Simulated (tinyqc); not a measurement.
Undoped symmetric double-gate MOSFET, analytic potential model: one step of the calculation.

An undoped body of thickness ts between two equal insulators and tied gates; long channel, electrons only, n = ni exp((psi - V)/Vt) with V the quasi-Fermi potential (0 at the source, Vd at the drain), constant mobility, no quantisation. Across the body psi(x) = V - 2 Vt ln[(ts/(2 beta)) sqrt(q ni/(2 eps0 eps_r Vt)) cos(2 beta x/ts)], x from the centre. Q is the electron charge per area of the whole body.

Question. Potential and electron density across the body at the source. psi(x) as above with V = 0 and beta = beta_s; n = ni exp(psi/Vt).

Inputs (values chosen for the exercise); material values close to those of gallium arsenide: temperature T = 400 K; relative permittivity of the semiconductor eps_r = 12.7; body thickness ts = 20 nm.

Constants: q = 1.602176634e-19 C, kB = 1.380649e-23 J/K, Vt = kB T/q, eps0 = 8.8541878128e-14 F/cm where lengths are in cm. Results are converted to the units shown.

| point | x/ts |
|---|---|
| 0 | 0 |
| 1 | 0.1 |
| 2 | 0.2 |
| 3 | 0.3 |
| 4 | 0.4 |
| 5 | 0.45 |
| 6 | 0.5 |

beta_s = 0.36436480
ni = 2.5655250e9 cm^-3

Wanted: psi; n.

Answer.

| point | psi (V) | n (cm^-3) |
|---|---|---|
| 0 | 0.58722 | 6.4236e16 |
| 1 | 0.58740 | 6.4578e16 |
| 2 | 0.58795 | 6.5620e16 |
| 3 | 0.58888 | 6.7407e16 |
| 4 | 0.59019 | 7.0019e16 |
| 5 | 0.59099 | 7.1671e16 |
| 6 | 0.59190 | 7.3580e16 |

The density at the surface is 1.15 times that at the centre (1/cos^2 beta).

Computed by the program tinyqc: `OMP_NUM_THREADS=1 python tinyqc.py 2440147 2440148 out.jsonl`, one thread of a shared Intel Xeon 2.30GHz, about 0.02 s for the whole run.
